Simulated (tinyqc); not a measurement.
Comparisons within one model: strained quantum well: band edges, subbands and transparency. A value that a table varies takes the place of the one given here.

Growth on (001), barriers unstrained: tr(e) = e (2 - nu2), Z = b e (1 + nu2); Ec = Ev + Eg + ac tr(e), E_HH = Ev + av tr(e) + Z, E_LH = Ev + av tr(e) - Z (coupling to the split-off band left out).

Masses along z: me, 1/(g1 - 2 g2) for HH, 1/(g1 + 2 g2) for LH, likewise in the barrier; in the plane me, 1/(g1 + g2) for HH and 1/(g1 - g2) for LH (no mixing, which understates the hole masses away from k = 0). Level n solves k L + 2 atan[(k/m)/(kappa/mb)] = n pi, k = sqrt(m E/c), kappa = sqrt(mb (V - E)/c), c = hbar^2/2m0.

Transparency (Bernard-Duraffourg): Fc - Fv equals the lowest transition energy with n = p, n = sum m/(2 pi c) kB T ln(1 + exp((Fc - E)/kB T)) and p likewise over the listed subbands; c = hbar^2/2m0, 1/angstrom^2 = 1e16/cm^2.

Constants: hbar^2/2m0 = 3.80998211 eV angstrom^2; kB = 8.617333262e-05 eV/K; hc = 1239.841984 eV nm.

Parameters, chosen for this exercise (near those of a GaAsP/AlGaAs well; shifted at random, so the results belong to these values and not to a real crystal): nu2 = 0.92 (2 C12/C11); Eg = 1.596 eV (unstrained gap of the well); Ev = -0.866 eV (its valence edge); ac = -7.31 eV; av = 1.24 eV (Ev moves by av tr(e)); b = -1.94 eV (shear potential); Egb = 1.913 eV (gap of the barrier); Evb = -1 eV (its valence edge); L = 66 angstrom (well width); me = 0.0758 m0 (electron mass); g1 = 6.57 (gamma1); g2 = 1.84 (gamma2); meb = 0.1 m0; g1b = 5.7; g2b = 1.6; T = 350 K (temperature); es = (-0.02, -0.014, -0.008, -0.003, 0, 0.003, 0.007, 0.012) (strains); e = 0.005 (strain in the plane); Ls = (25, 35, 50, 65, 85, 110, 150) angstrom (widths).

## Strain as a design knob

Only the strain is changed; the unstrained gap and the masses are kept.

Results:
```
e (%)  wavelength (nm)  top hole  hh1 - lh1 (meV)  n_tr (1e12/cm^2)  share in top
-2.0               713       hh1              151             0.927          0.77
-1.4               721       hh1              114             0.941          0.74
-0.8               732       hh1               75             1.049          0.66
-0.3               742       hh1               41             1.118          0.53
0.0                749       hh1               21             1.217          0.43
0.3                755       hh1                0             1.367          0.32
0.7                778       lh1              -28             1.223          0.73
1.2                808       lh1              -63             1.133          0.88
```

n_tr is largest at e = +0.3 % (1.37), where hh1 - lh1 = 0 meV and the top subband holds 32 % of the holes, and smallest, 0.93, at -2.0 %. The top hole level turns from hh to lh, and the light from TE to TM, between +0.3 and +0.7 %. The wavelength runs from 713 to 808 nm.

## Width of the well

All levels anew.

Results:
```
L (angstrom)  wavelength (nm)  top hole  hh1 - lh1 (meV)  n_tr (1e12/cm^2)  share in top  n_tr/L (1e18/cm^3)
25                        709       hh1               12             1.174          0.44                4.70
35                        729       hh1                4             1.249          0.38                3.57
50                        750       lh1               -6             1.290          0.63                2.58
65                        766       lh1              -13             1.286          0.65                1.98
85                        778       lh1              -20             1.330          0.64                1.56
110                       788       lh1              -25             1.452          0.60                1.32
150                       796       lh1              -30             1.697          0.53                1.13
```

The wavelength tunes by 87 nm. The sheet density at transparency changes from 1.17 to 1.70, the top hole subband holding 0.44 and 0.53 of the holes at the ends, while the volume density falls by a factor 4.2. Critical thickness and carrier escape are left out.

## What each parameter does

Edge wavelength, hh1 - lh1 and n_tr. Each row changes one parameter from the base and keeps the others.

Results:
```
case             wavelength (nm)  hh1 - lh1 (meV)  n_tr (1e12/cm^2)
base                       766.4            -13.7             1.286
L = 76 angstrom            773.4            -17.3             1.303
e = 0.003                  755.4              0.2             1.367
Eg = 1.576 eV              775.3            -13.7             1.283
b = -2.23 eV               767.6            -18.9             1.262
ac = -6.58 eV              764.7            -13.7             1.287
me = 0.0834 m0             767.2            -13.7             1.367
g1 = 6.96                  766.1            -14.1             1.245
T = 390 K                  766.4            -13.7             1.468
```

The largest shifts from the base row, up to three for each result and ties (the steps differ in size, so this ranks the rows, not the parameters). wavelength (nm): e -11.0, Eg +8.9, L +7.0; unchanged at the printed digits by T. hh1 - lh1 (meV): e +13.9, b -5.2, L -3.6; unchanged at the printed digits by Eg, ac, me and T. n_tr (1e12/cm^2): T +0.182, e +0.081, me +0.081.

Run: tinyqc, `OMP_NUM_THREADS=1 python tinyqc.py 1251318 1251319 out.jsonl`; Intel(R) Xeon(R) Processor @ 2.30GHz, one thread, shared host; about 0.01 s of CPU time with all checks.
